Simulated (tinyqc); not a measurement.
Dose and depth of a threshold implant.

Problem. A sheet of D acceptors per cm^2 lies at depth xi inside the depleted layer of a body doped Na. In the depletion approximation VT = Vfb + f2 + q D/Cox + gamma sqrt(f2 + Vsb - q D xi/(eps0 eps_r)), gamma = sqrt(2 eps0 eps_r q Na)/Cox, Cox = eps0 eox/tox. Find gamma, D and xi.

Values chosen for this exercise; band and dielectric values close to those of silicon:
```
symbol   value   unit                                                                 meaning
eps_r     11.8                                                          relative permittivity
Na      2.7e16  cm^-3                                       acceptor density deep in the body
eox        3.9         relative permittivity of the gate insulator (close to silicon dioxide)
tox        3.7     nm                                                     insulator thickness
Vfb      -0.92      V                                                       flat-band voltage
f2       0.773      V                                        band bending 2 phiF at threshold
```

Constants: q = 1.602176634e-19 C, eps0 = 8.8541878128e-14 F/cm where lengths are in cm. Results are converted to the units shown.

VT against the source at Vsb = 0 and 2.2 V (V): [0.20218810, 0.29614949]

Solution. With y^2 = f2 - q D xi/(eps0 eps_r) and d the difference of the thresholds over gamma, sqrt(y^2 + Vsb) - y = d gives y = (Vsb - d^2)/(2 d). The first threshold then gives D, and y^2 gives xi.

gamma = 0.1019 V^0.5
D = 1.600e12 cm^-2
xi = 9.700 nm

Computed by the program tinyqc: `OMP_NUM_THREADS=1 python tinyqc.py 2080059 2080060 out.jsonl`, one thread of a shared Intel Xeon 2.30GHz, about 0.3 s for the whole run.
